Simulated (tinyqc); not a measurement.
# Ellipsometry and reflectance of a transparent film on an absorbing substrate: effect of the angle of incidence

Air (index 1), film, substrate with N2 = n2 - i k2; time factor exp(+i w t). q_j = sqrt(N_j^2 - sin^2 th), root with positive real part. Fresnel coefficients r_s = (q_a - q_b)/(q_a + q_b), r_p = (N_b^2 q_a - N_a^2 q_b)/(N_b^2 q_a + N_a^2 q_b). tan(Psi) exp(i Delta) = R_p/R_s, Delta taken from 0 to 360 degrees.

beta = 2 pi d q1/lam, X = exp(-2 i beta), R = (r01 + r12 X)/(1 + r01 r12 X) for p and s. dDelta/dd is the derivative of Delta; period lam/(2 q1).

Inputs (values chosen for the exercise); indices close to those of silicon dioxide on silicon:

| symbol | value | unit | meaning |
|---|---|---|---|
| lam | 800 | nm | wavelength |
| n1 | 1.446 |  | index of the transparent film |
| d | 26 | nm | film thickness |
| n2 | 3.692 |  | index of the substrate |
| k2 | 0.0065 |  | extinction coefficient of the substrate |

Results:
```
th (degrees)	Psi (degrees)	Delta (degrees)	|R_p|^2	|R_s|^2	dDelta/dd (degrees/nm)	period (nm)
50	30.959	168.63	0.16981	0.47188	-0.43039	326.15
55	27.303	164.72	0.13625	0.51131	-0.57416	335.68
60	22.955	158.84	0.099917	0.55696	-0.77912	345.43
65	17.887	148.73	0.063486	0.60953	-1.0840	355.01
75	10.507	78.301	0.025394	0.73817	-0.29742	371.73
80	17.195	33.413	0.078115	0.81566	0.65005	377.78
85	29.802	12.789	0.29615	0.90276	0.35574	381.64
```

Estimate the missing row, th = 70 degrees.

Computed row:
```
th (degrees)	Psi (degrees)	Delta (degrees)	|R_p|^2	|R_s|^2	dDelta/dd (degrees/nm)	period (nm)
70	12.598	127.11	0.033448	0.66969	-1.4041	363.95
```

With this row back in the table: Psi goes from 31.0 through a minimum of 10.5 (at th = 75 among the rows listed) to 29.8 degrees and |R_p|^2 goes from 0.170 through a minimum of 0.0254 (at th = 75 among the rows listed) to 0.296. The slope of Delta is largest in size, 1.40 degrees/nm, at th = 70 among the rows. The bare substrate has its smallest |R_p| near arctan(n2) = 74.8 degrees.

Program tinyqc, `OMP_NUM_THREADS=1 python tinyqc.py 2870187 2870188 out.jsonl`; Intel Xeon 2.30GHz, shared host, one thread, about 0.01 s.
